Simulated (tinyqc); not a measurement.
Inside a calculation. Model: oxide trap near a transistor channel: two-state multiphonon kinetics, telegraph noise and bias instability. Computed by tinyqc, a small Python program that keeps every step. Command: `OMP_NUM_THREADS=1 python tinyqc.py 3028198 3028199 out.jsonl oxidetrap walk`. One thread of a shared host (Intel(R) Xeon(R) Processor @ 2.30GHz), about 0.01 s of CPU time with the checks. Intermediate numbers are printed to about 6 digits and carried at full precision; extremes and crossings named in words are read from the listed rows.

An n-channel device under positive gate bias. The trap is empty (state 1) or holds an electron (state 2); both states are parabolas of equal curvature, and the electron reservoir is taken at the Fermi level of the channel.

Inputs (values chosen for the exercise, with an insulator like Al2O3 on silicon):
```
quantity,value,unit
insulator constant eps_ox,8.88,-
insulator thickness t_ox,1.5,nm
trap depth x from the interface,0.69,nm
tunnel barrier phi_b,2.11,eV
tunnelling mass m_ox,0.37,m_0
trap level above E_F at zero field E_t,0.48,eV
relaxation energy E_R,1.1,eV
oxide field F,6.8,MV/cm
attempt rate k_0 at the interface,2e+12,1/s
temperature T,250,K
channel width W,180,nm
channel length L,130,nm
frequency f,50,Hz
stress time t_s,0.002,s
```

Parts treated: one trap.

Constants: hbar^2/(2 m_0) = 3.80998212 eV angstrom^2; k_B = 8.617333262e-05 eV/K; e = 1.602176634e-19 C; eps_0 = 8.8541878128e-12 F/m.

## Tunnelling factor

kappa = sqrt(2 m_ox phi_b)/hbar = sqrt(m_ox phi_b/(hbar^2/2m_0)); attenuation length lambda = 1/(2 kappa); factor exp(-x/lambda) for a rectangular barrier.

kappa = 4.52669 1/nm

attenuation length lambda = 0.110456 nm

tunnelling factor = 0.00193658

Caution: a field 1.5 times as high comes near the usual breakdown field of such an insulator.

## Barriers and time constants

E_21 = E_t - e F x is the energy of state 2 over state 1; barriers E_c = (E_R + E_21)^2/(4 E_R), E_e = E_c - E_21; tau_c = exp(E_c/k_B T)/(k_0 P), tau_e = exp(E_e/k_B T)/(k_0 P), P the tunnelling factor; occupation f_2 = tau_e/(tau_c + tau_e); 1/tau_0 = 1/tau_c + 1/tau_e.

E_21 = 0.0108 eV

capture barrier E_c = 0.280427 eV

emission barrier E_e = 0.269627 eV

capture time tau_c = 1.16167e-04 s

emission time tau_e = 7.03664e-05 s

occupation f_2 = 0.377232

tau_0 = 4.38219e-05 s

The two times are within a factor 30 of each other, so the trap switches between both states and shows as telegraph noise.

## Step height and noise

Charge-sheet step dV = e (t_ox - x)/(eps_ox eps_0 W L); Lorentzian spectrum S(f) = 4 dV^2 tau_0^2/((tau_c + tau_e)(1 + (2 pi f tau_0)^2)); corner 1/(2 pi tau_0); variance dV^2 f_2 (1 - f_2) = dV^2 tau_0/(tau_c + tau_e).

threshold step dV = 0.0705371 mV

corner frequency = 3631.85 Hz

S(f) = 2.04852e-13 V^2/Hz

root-mean-square noise = 0.0341889 mV

f lies below the corner, on the flat part. Random dopants and current percolation, left out here, spread real steps around this value.

## Stress and recovery of one trap

From the zero-field occupation f(0), f(t) = f_2 + (f(0) - f_2) exp(-t/tau_0) under the field; after t_s the field is removed and f relaxes with the zero-field constants.

occupation at zero field = 2.10681e-10

tau_0 at zero field = 1.48973e-08 s

occupation after stress = 0.377232

half-time of recovery = 1.03260e-08 s

## Bias dependence of the times

The formulas are those given above.

Against field:
```
F (MV/cm),E_21 (eV),tau_c (s),tau_e (s),f_2
0.00,0.48000,7.07101e+01,1.48973e-08,2.10681e-10
2.04,0.33924,7.98635e-01,1.15763e-07,1.44951e-07
4.08,0.19848,1.37016e-02,1.36644e-06,9.97186e-05
5.44,0.10464,1.14969e-03,8.93576e-06,7.71237e-03
6.80,0.01080,1.16167e-04,7.03664e-05,3.77232e-01
8.16,-0.08304,1.41344e-05,6.67251e-04,9.79256e-01
10.20,-0.22380,8.49889e-07,2.76040e-02,9.99969e-01
```

ln(tau_c/tau_e) falls by e x/k_B T = 3.203 per MV/cm, which measures the depth x if the change of surface potential with bias is left aside. Over these rows tau_c shortens by 7.92 decades and tau_e lengthens by 6.27; the shares differ because E_21 is not small against E_R. The times cross at F = E_t/(e x) = 6.96 MV/cm.

Checks made by the program: detailed balance tau_c/tau_e = exp(E_21/k_B T) (relative difference below 1e-10); the integral of S(f) against the variance (relative difference below 1e-10).
